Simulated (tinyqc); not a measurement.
Comparisons within one model: round or elliptic silicon nanowire with anisotropic valleys (Ritz method). A value that a table varies takes the place of the one given here.

Wire along x = [100] on a (001) wafer, y = [010], z = [001]. Valley groups, two valleys each (w = inverse masses): A, axis along z: w_y = 1/mt, w_z = 1/ml, m_x = mt; B, axis along y: w_y = 1/ml, w_z = 1/mt, m_x = mt; C, axis along x: w_y = w_z = 1/mt, m_x = ml.

Hard wall on the ellipse (y/a)^2 + (z/b)^2 = 1, c = hbar^2/2m0. With u = y/a, v = z/b the operator is -c [(w_y/a^2) d2/du2 + (w_z/b^2) d2/dv2] on the unit disc. Basis (1 - u^2 - v^2) u^i v^j; S, X and Y are the disc integrals of f f', (df/du)(df'/du) and (df/dv)(df'/dv), from the integral of u^p v^q = 2 Gamma((p+1)/2) Gamma((q+1)/2)/((p + q + 2) Gamma((p+q+2)/2)) for even p, q; H = c (w_y X/a^2 + w_z Y/b^2).

Converged values use 21 functions of each parity class (e or o in u, then in v).

Constants: hbar^2/2m0 = 3.80998211 eV angstrom^2.

Inputs chosen for the exercise (near those of a Si nanowire; shifted at random, so the results belong to these values and not to a real crystal): ml = 0.915 m0 (longitudinal mass); mt = 0.189 m0 (transverse mass); a = 30 angstrom (semi-axis along y); b = 30 angstrom (semi-axis along z); asp = (0.4, 0.6, 0.8, 1, 1.3, 1.8, 2.5) (ratios a/b); area = 28.3 nm^2 (cross-section, kept fixed); hw = 3 (height over mean width).

## Size of the basis

Lowest level of each group with 1, 3, 6 and 21 even functions.

Levels (meV):

| functions | A | B | C |
|---|---|---|---|
| 1 | 81.08 | 81.08 | 134.39 |
| 3 | 76.88 | 76.88 | 129.56 |
| 6 | 76.81 | 76.81 | 129.53 |
| 21 | 76.81 | 76.81 | 129.53 |

What does this show?

One function errs by 5.6 % for A, 5.6 % for B and 3.7 % for C, six by 0.00045, 0.00045 and 2.2e-05 meV. The error grows with the axis ratio of the stretched ellipse (2.20, 2.20, 1.00); for a circle it is 6/5.783 - 1 = 3.7 %.

## Flattening the wire at fixed area

a = sqrt(area x ratio/pi), b = a/ratio, 1 nm^2 = 100 angstrom^2; lowest level of each group.

Levels (eV):

| a/b | a (angstrom) | b (angstrom) | A | B | C |
|---|---|---|---|---|---|
| 0.4 | 19.0 | 47.5 | 0.1557 | 0.0593 | 0.1833 |
| 0.6 | 23.2 | 38.7 | 0.1107 | 0.0610 | 0.1456 |
| 0.8 | 26.8 | 33.6 | 0.0890 | 0.0679 | 0.1325 |
| 1.0 | 30.0 | 30.0 | 0.0767 | 0.0767 | 0.1294 |
| 1.3 | 34.2 | 26.3 | 0.0666 | 0.0916 | 0.1336 |
| 1.8 | 40.3 | 22.4 | 0.0599 | 0.1178 | 0.1510 |
| 2.5 | 47.5 | 19.0 | 0.0593 | 0.1557 | 0.1833 |

What can be read from the table?

Each group is lowest where its stretched ellipse is a circle, at a/b = sqrt(w_y/w_z): 2.20 for A, 0.45 for B and 1.00 for C. The lowest group is B in the first row and A in the last, A and B crossing at a/b = 1 by symmetry; B - A is -96 meV in the first row and +96 meV in the last.

## Shape of the cross-section

Equal area, hard walls, lowest level of -c (w_y d2/dy2 + w_z d2/dz2), c = hbar^2/2m0. Rectangle W x H with H/W = hw; ellipse with b/a = hw; trapezoid of height H, base W/0.8 and top 0.6 of the base; isosceles triangle of height H and base 2W. Ellipse, trapezoid and triangle by converged Ritz bases; 1 nm^2 = 100 angstrom^2.

Levels:

| shape | A (eV) | B (eV) | B - A (meV) |
|---|---|---|---|
| rectangle | 0.2157 | 0.0670 | -148.8 |
| ellipse | 0.1830 | 0.0615 | -121.5 |
| trapezoid | 0.1824 | 0.0677 | -114.7 |
| triangle | 0.1097 | 0.0749 | -34.8 |

W = 30.7 angstrom
H = 92.1 angstrom

How do the results move?

For group A the order is triangle, trapezoid, ellipse, rectangle, spanning 97 %. For group B the order is ellipse, rectangle, trapezoid, triangle, spanning 22 %. The ellipse lies below the rectangle for both groups, since corners hold little of the wave function. The triangle is lowest for A, whose light mass lies across the width and gains from the wide base. The spacing B - A of the valley groups runs from -149 to -35 meV.

## What each parameter does

Lowest level of groups A and B. Each row changes one parameter from the base and keeps the others.

Results:

| case | A (eV) | B (eV) | B - A (meV) |
|---|---|---|---|
| base | 0.0768 | 0.0768 | 0.0 |
| a = 33 angstrom | 0.0660 | 0.0742 | 8.2 |
| b = 33 angstrom | 0.0742 | 0.0660 | -8.2 |
| ml = 1.025 m0 | 0.0752 | 0.0752 | 0.0 |
| mt = 0.17 m0 | 0.0837 | 0.0837 | 0.0 |

What can be read from the table?

The largest shifts from the base row, up to three for each result and ties (the steps differ in size, so this ranks the rows, not the parameters). A (eV): a -0.0108, mt +0.0069, b -0.0026. B (eV): b -0.0108, mt +0.0069, a -0.0026. B - A (meV): b -8.2, a +8.2; unchanged at the printed digits by ml and mt.

Computed by tinyqc, a small Python program: `OMP_NUM_THREADS=1 python tinyqc.py 1250609 1250610 out.jsonl` (the numbers bound the seed that draws the inputs); one thread of a shared host (Intel(R) Xeon(R) Processor @ 2.30GHz), about 0.03 s for the whole set of steps.
